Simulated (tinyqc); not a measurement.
On-chip interconnect, size-dependent resistivity and RC delay: one step of the calculation.

A rectangular line between two neighbours and two ground planes. Surface and grain-boundary scattering are added to the bulk resistivity as corrections; capacitances are parallel-plate values without fringing; inductance is ignored.

Problem. Node voltages after a time step. A 1 V step is applied behind Rd at t = 0. C dv/dt = -G v + b, with G the conductance matrix of the ladder (1/Rs between neighbours, 1/Rd added at node 0) and b = (1 V/Rd, 0, ...). Trapezoidal step: (C/dt + G/2) v(new) = (C/dt - G/2) v + b.

Parameters, values chosen for the exercise:

| symbol | value | unit | meaning |
|---|---|---|---|
| Rd | 15000 | ohm | driver resistance |
| dt | 66 | ps | time step |

Rs = 276.07033 ohm

| node | C (fF) | v at t = 0 (V) |
|---|---|---|
| 0 | 1.1648176 | 0 |
| 1 | 2.3296352 | 0 |
| 2 | 2.3296352 | 0 |
| 3 | 2.3296352 | 0 |
| 4 | 2.3296352 | 0 |
| 5 | 2.3296352 | 0 |
| 6 | 2.3296352 | 0 |
| 7 | 1.3148176 | 0 |

Find: v at t = 1 dt.

Solution.

| node | v at t = 1 dt (V) |
|---|---|
| 0 | 0.29657 |
| 1 | 0.26811 |
| 2 | 0.24487 |
| 3 | 0.22641 |
| 4 | 0.21236 |
| 5 | 0.20245 |
| 6 | 0.19648 |
| 7 | 0.19434 |

tinyqc, about 0.01 s, one thread, Intel Xeon 2.30GHz (shared host): `OMP_NUM_THREADS=1 python tinyqc.py 2100106 2100107 out.jsonl`
